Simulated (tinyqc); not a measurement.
Worked calculation: plane-wave Kohn-Sham cycle with exchange-only LDA in a layered model solid. One step of it, computed by the program tinyqc.

Problem. Iteration 2: levels at that k. Diagonalise the Hermitian matrix.

H (hartree), lower triangle:
```
           -2         -1         +0         +1        +2
-2   0.321422
-1  -0.105349  -0.057571
+0  -0.036328  -0.105349  -0.183902
+1   0.005874  -0.036328  -0.105349  -0.057571
+2   0.003167   0.005874  -0.036328  -0.105349  0.321422
```

Give: eigenvalues.

Solution.

eigenvalues (hartree): -0.3106  -0.0544  0.0098  0.3477  0.3514
